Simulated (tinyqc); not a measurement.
Length of a polyene: Hueckel, PPP and singles CI along the polyenes. Computed by the program tinyqc. Hueckel uses the same beta without repulsion; CIS keeps all single excitations and so misses the low, doubly excited 2Ag state. W is the valence ionisation energy of a centre, MN the Mataga-Nishimoto formula, f the oscillator strength.

All-trans chains of carbon centres 1.40 angstrom apart:

| parameter | value |
|---|---|
| beta (eV), times 1 +/- alternation | -2.460000 |
| alternation | 0 |
| W (eV) | 11.160000 |
| gamma_rr (eV) | 10.860000 |
| repulsion formula | MN |

Gaps and excitations (eV):

| centres | Hueckel gap | PPP orbital gap | bright singlet (CIS) | f | lowest triplet (CIS) |
|---|---|---|---|---|---|
| 2 | 4.9200 | 10.2025 | 7.7087 | 0.6609 | 2.1313 |
| 4 | 3.0407 | 7.6786 | 5.3772 | 1.1364 | 1.1588 |
| 6 | 2.1896 | 6.3919 | 4.2498 | 1.6401 | 0.7199 |
| 8 | 1.7087 | 5.6024 | 3.5731 | 2.1317 | 0.4764 |
| 10 | 1.4004 | 5.0654 | 3.1158 | 2.6015 | 0.3240 |
| 12 | 1.1861 | 4.6760 | 2.7841 | 3.0470 | 0.2208 |

What does the comparison show, and why?

The Hueckel gap tends to 4 x alternation x |beta| = 0.00 eV for long chains (zero without alternation, falling as 1/N). Exchange opens the PPP orbital gap, and the attraction of electron and hole brings the bright state 1.89 eV below it at 12 centres; the triplet lies 2.56 eV lower still.
